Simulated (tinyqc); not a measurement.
p-n heterojunction, non-linear Poisson equation by Newton steps, Boltzmann statistics: effect of the donor density of material 2.

One dimension, material 1 (p-type) at x < 0 and material 2 (n-type) at x > 0. Band edges: Ec = -psi in material 1 and -psi + dEc in material 2, Ev = Ec - Eg. Flat quasi-Fermi levels: 0 for holes, +V for electrons. n = Nc F((EFn - Ec)/Vt), p = Nv F((Ev - EFp)/Vt), with F(eta) = exp(eta) (Boltzmann statistics); full ionisation, no interface charge, classical densities; the doping types are chosen for the exercise.

Exact first integral: on each side D^2/(2 eps0 er) = G, G = q [Vt (nI_j - nI_b) + Vt (pI_j - pI_b) - C (psi_j - psi_b)], with C = -N1 or +N2, b the neutral end of that side, and nI, pI the densities themselves. D is continuous, so er1 G1(psi_j) = er2 G2(psi_j) fixes psi_j. Ends from Nv1 F((-psi_L - Eg1)/Vt) = N1 and Nc2 F((V + psi_R - dEc)/Vt) = N2. D is counted positive when psi rises towards material 2. Depletion (Anderson) capacitance C^2 = q eps0 er1 er2 N1 N2/(2 (er1 N1 + er2 N2)(psi_R - psi_L)). -dD/dV is the change of the displacement at the interface with both quasi-Fermi levels flat; it is the terminal capacitance only while neither side holds an inversion layer. n_j and p_j are densities at the interface.

Parameters, values chosen for the exercise; band and dielectric values close to those of CdTe and CdS:

| symbol | value | unit | meaning |
|---|---|---|---|
| T | 300 | K | temperature |
| Eg1 | 1.51 | eV | band gap of material 1 |
| er1 | 10.4 |  | relative permittivity of material 1 |
| Nc1 | 8e17 | cm^-3 | conduction-band density of states of material 1 |
| Nv1 | 1.81e19 | cm^-3 | valence-band density of states of material 1 |
| Eg2 | 2.4 | eV | band gap of material 2 |
| er2 | 8.93 |  | relative permittivity of material 2 |
| Nc2 | 2.21e18 | cm^-3 | conduction-band density of states of material 2 |
| Nv2 | 1.8e19 | cm^-3 | valence-band density of states of material 2 |
| dEc | -0.11 | eV | conduction-band offset Ec2 - Ec1 |
| N1 | 2.1e17 | cm^-3 | acceptor density of material 1 |
| V | -2.7 | V | bias of side 1 against side 2 |

Constants: q = 1.602176634e-19 C, kB = 1.380649e-23 J/K, Vt = kB T/q, eps0 = 8.8541878128e-14 F/cm where lengths are in cm. Results are converted to the units shown.

Result of one run:
columns A: psi_R - psi_L (V); B: psi_j - psi_L (V); C: psi_R - psi_j (V); D: D/q (cm^-2); E: n_j in 1 (cm^-3); F: p_j in 2 (cm^-3); G: -dD/dV (nF/cm^2); H: depletion C (nF/cm^2)
```
A           B      C         D          E        F      G      H
3.836  0.1325  3.704  5.077e11  2.183e-49  0.01973  10.74  10.67
```

Which donor density of material 2 N2 gave this result: 7.1e15, 1.6e16, 3.7e16 or 1.9e17 cm^-3?

N2 = 7.1e15 cm^-3.

The whole series:
columns A: N2 (cm^-3); B: psi_R - psi_L (V); C: psi_j - psi_L (V); D: psi_R - psi_j (V); E: D/q (cm^-2); F: n_j in 1 (cm^-3); G: p_j in 2 (cm^-3); H: -dD/dV (nF/cm^2); I: depletion C (nF/cm^2)
```
A           B        C      D         E          F          G      H      I
1.4e15  3.794  0.04211  3.752  2.269e11  6.624e-51     0.6502  4.844  4.821
3.1e15  3.815  0.07134  3.744  3.373e11  2.052e-50     0.2099  7.170  7.129
7.1e15  3.836   0.1325  3.704  5.077e11  2.183e-49    0.01973  10.74  10.67
1.6e16  3.857   0.2595  3.598  7.511e11  2.976e-47   1.447e-4  15.81  15.70
3.7e16  3.879   0.5288  3.350  1.102e12  9.930e-43   4.338e-9  23.06  22.91
8.4e16  3.900    1.010  2.891  1.541e12  1.193e-34  3.610e-17  32.08  31.87
1.9e17  3.921    1.718  2.204  2.021e12  9.335e-23  4.614e-29  41.84  41.56
4.4e17  3.943    2.527  1.416  2.457e12   3.674e-9  1.172e-42  50.58  50.25
```

As N2 goes from 1.4e15 to 4.4e17, the total bending rises from 3.79 to 3.94 V and the sheet charge D/q rises from 2.27e11 to 2.46e12 cm^-2; the share of the bending in material 1 rises from 1.11 to 64.1 %. The capacitance departs most from the depletion formula at N2 = 1.6e16, where it is 0.68 % above it.

Program tinyqc, `OMP_NUM_THREADS=1 python tinyqc.py 2040090 2040091 out.jsonl`; Intel Xeon 2.30GHz, shared host, one thread, about 0.05 s.
